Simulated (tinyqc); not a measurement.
Ion implantation: universal nuclear stopping, Lindhard-Scharff electronic stopping and a Gaussian range profile: one step, computed by the program tinyqc. Command: `OMP_NUM_THREADS=1 python tinyqc.py 3009677 3009678 out.jsonl implant walk`. One thread of a shared host (Intel(R) Xeon(R) Processor @ 2.30GHz), about 0.05 s of CPU time with the checks.

An ion slows by elastic collisions with screened nuclei and by friction with electrons; channelling is ignored and the target is uniform.

Problem. Damage. Kinchin-Pease count with efficiency 0.8: N_d = 0.8 nu/(2 E_d), taking all of nu as damage energy (an upper estimate, as recoils also lose energy to electrons). Spread over a depth R_p + dR_p, displacements per atom = Q N_d/(N (R_p + dR_p)).

Inputs (values chosen for the exercise, modelled on boron ions in silicon): target density N = 49.94 1/nm^3; dose Q = 1.9e+12 1/cm^2; displacement energy E_d = 15 eV.

energy lost to nuclei nu = 2.622030 keV

projected range R_p = 19.41470 nm

straggle dR_p = 5.820307 nm

Give: displacements per ion N_d; displacements per atom.

Solution.

displacements per ion N_d = 69.921

displacements per atom = 0.0010542

One displacement per atom would need a dose of 1.8e15 per cm^2 if no defects annealed.
